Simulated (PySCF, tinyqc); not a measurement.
Inside a calculation. Method: G0W0 on RHF in the sto-3g basis, for H4, spin multiplicity 1. The lowest restricted solution is unstable here: a spin-polarised one lies 0.0486 hartree lower (PySCF). One step of it, computed by the program tinyqc.

Question. G0W0 on Hartree-Fock: LUMO. W(p,q,m) = sqrt2 sum_ia (pq|ia) (X+Y)_ia,m; Sigma_c(x) = sum_(i,m) W^2/(x - e_i + w_m) + sum_(a,m) W^2/(x - e_a - w_m); solve x = e_p + Sigma_c(x) by Newton steps; Z = 1/(1 - dSigma/dx); 1 hartree = 27.211386 eV.

orbital energies (hartree): MO1 -0.547211, MO2 -0.310896, MO3 0.167328, MO4 0.633779

Two-electron integrals over orbitals (pq|rs), unique and non-zero (hartree):
```
(11|11) 0.481024    (21|21) 0.135133    (22|11) 0.388568    (22|22) 0.417920
(31|11) -0.091144   (31|22) 0.021395    (31|31) 0.104929    (32|21) 0.102330
(32|32) 0.161832    (33|11) 0.399298    (33|22) 0.416675    (33|31) 0.010308
(33|33) 0.431158    (41|21) 0.049179    (41|32) -0.049536   (41|41) 0.109493
(42|11) 0.089213    (42|22) -0.013525   (42|31) -0.097218   (42|33) -0.015504
(42|42) 0.102362    (43|21) -0.132679   (43|32) -0.105739   (43|41) -0.048217
(43|43) 0.143116    (44|11) 0.502076    (44|22) 0.412731    (44|31) -0.093142
(44|33) 0.425342    (44|42) 0.096837    (44|44) 0.549448
```

excitation energies w (hartree): 0.722709  0.805358  1.200448  1.388502

X + Y:
```
            1         2          3          4
1>3  0.000000  0.840243  -0.348682   0.000000
1>4  0.136197  0.000000   0.000000   0.917003
2>3  0.808825  0.000000   0.000000  -0.062527
2>4  0.000000  0.489481   0.791327   0.000000
```

Give: The 12 largest terms at x = e_p; Newton steps; quasiparticle energy of the LUMO; Hartree-Fock value.

Answer.

The 12 largest terms at x = e_p (hartree; W for the signs of X + Y given):
```
q  m        W       term
2  1   0.1756     0.0257
4  1  -0.1302    -0.0143
1  3  -0.1605     0.0135
2  4  -0.0785     0.0033
1  2   0.0574     0.0022
4  4  -0.0532    -0.0015
3  3  -0.0224  -4.19e-04
3  2   0.0015  -2.86e-06
```

Newton steps (hartree):
```
step       x  Sigma_c(x)       Z
0     0.1673      0.0284  0.9572
1     0.1945      0.0272  0.9577
2     0.1945      0.0272  0.9577
```

quasiparticle energy of the LUMO = 5.2928 eV

Hartree-Fock value = 4.5532 eV
